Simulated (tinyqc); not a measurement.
Exponent and activation energy from three stresses.

Question. Oxide breakdown follows t63 = a V^(-n) exp(Ea q/(kB T)). Find n, Ea and the E-model slope gamma = n/E (cm/MV) at the higher voltage, E = V/tox.

Values chosen for this exercise:
```
symbol  value  unit          meaning
tox       2.2    nm  oxide thickness
```

Constants: q = 1.602176634e-19 C, kB = 1.380649e-23 J/K. Results are converted to the units shown.

t63 at (2.03 V, 398 K), (2.65 V, 398 K) and (2.65 V, 423 K) (s): [14158.252, 0.44498053, 0.082208890]

Solution. The two voltages give n and the two temperatures Ea.

n = 38.9
Ea = 0.980 eV
gamma = 3.23 cm/MV

Computed by the program tinyqc: `OMP_NUM_THREADS=1 python tinyqc.py 2070165 2070166 out.jsonl`, one thread of a shared Intel Xeon 2.30GHz, about 0.01 s for the whole run.
